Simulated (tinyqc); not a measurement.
Standing waves and exposure in a photoresist film, step by step. Values are carried at full precision from step to step, so a last printed digit may differ when a step is redone from the rounded ones.

Normal incidence from air. Unexposed resist: N1 = n1 + i k1 with k1 = (A + B) lam/(4 pi), lam in micrometres. r01 = (1 - N1)/(1 + N1), t01 = 2/(1 + N1). Substrate Ns = ns + i ks: r12 = (N1 - Ns)/(N1 + Ns). With p = exp(2 pi i N1 d/lam), the field at depth z is E(z) = t01 [exp(2 pi i N1 z/lam) + r12 p^2 exp(-2 pi i N1 z/lam)]/(1 + r01 r12 p^2), the relative intensity I(z) = n1 |E(z)|^2 and the reflectance R = |(r01 + r12 p^2)/(1 + r01 r12 p^2)|^2.

Values chosen for the exercise (a resist on Si, indices near tabulated ones; the results hold for these values, not for the real material): lam = 365 nm (vacuum wavelength); n1 = 1.686 (resist index); A = 0.33 1/micrometre (bleachable absorption (Dill A)); B = 0.09 1/micrometre (fixed absorption (Dill B)); d = 807 nm (resist thickness); ns = 6.554 (substrate n); ks = 2.724 (substrate k); C = 0.021 cm^2/mJ (exposure rate (Dill C)); D = 60 mJ/cm^2 (incident dose); Ld = 30 nm (diffusion length of the post-exposure bake).

## Interface coefficients

Form N1, r01, t01 and r12.

N1 = 1.68600+0.01220i
r01 = -0.2554-0.0034i
t01 = 0.7446-0.0034i
r12 = -0.6305-0.1197i
|r12|^2 = 0.4119

Next to the bottom the intensity swings by a factor ((1 + |r12|)/(1 - |r12|))^2 = 21 between antinode and node.

## Round trip and reflectance

Form p^2, the denominator and R; the period of the standing wave is lam/(2 n1).

p^2 = -0.6847+0.1973i
1 + r01 r12 p^2 = 0.8836+0.0093i
R = 0.0539
period = 108.24 nm

The film holds 7.46 periods.

## Intensity and exposure over the lowest period

Nine depths from d - period to d. Without bleaching during the exposure the share of unexposed compound is m = exp(-C D I).

Profile:

| z (nm) | I | m |
|---|---|---|
| 698.8 | 0.153 | 0.825 |
| 712.3 | 0.320 | 0.668 |
| 725.8 | 1.018 | 0.277 |
| 739.3 | 1.835 | 0.099 |
| 752.9 | 2.292 | 0.056 |
| 766.4 | 2.118 | 0.069 |
| 779.9 | 1.414 | 0.168 |
| 793.5 | 0.591 | 0.475 |
| 807.0 | 0.129 | 0.850 |

I runs from 0.129 to 2.292 on these points, so m runs from 0.056 to 0.850; the least exposed point listed lies 0.0 nm above the bottom.

## Smoothing by the bake

Gaussian diffusion of length Ld multiplies a cosine of period L by exp(-2 pi^2 Ld^2/L^2). Give that factor, and the Ld that leaves 10 %.

factor = 0.220
Ld for 10 % = 36.97 nm

## Checks

- R against the transfer-matrix product: both 0.053873.
- Absorption (A + B) d times the mean of I against 1 - R - T: both 0.446.

Program tinyqc; command `OMP_NUM_THREADS=1 python tinyqc.py 1681259 1681260 out.jsonl`; about 0.01 s on one thread of a shared Intel(R) Xeon(R) Processor @ 2.30GHz.
